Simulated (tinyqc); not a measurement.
## In-plane mass from two subband densities

Problem. At zero temperature each occupied subband holds N_k = D (EF - E_k), D = md m0 q/(pi hbar^2) per eV. Two subbands are occupied. Find md, EF - E1 and EF - E2.

Constants: q = 1.602176634e-19 C, hbar = 1.054571817e-34 J s, m0 = 9.1093837015e-31 kg. Results are converted to the units shown.

N1, N2 (cm^-2): 5.3290618e11  3e11
E2 - E1 = 13.5 meV

Solution. N1 - N2 = D (E2 - E1) gives D and so md; each N_k/D is a distance to EF.

md = 0.0413 m0
EF - E1 = 30.9 meV
EF - E2 = 17.4 meV

Computed by the program tinyqc: `OMP_NUM_THREADS=1 python tinyqc.py 2140025 2140026 out.jsonl`, one thread of a shared Intel Xeon 2.30GHz, about 0.2 s for the whole run.
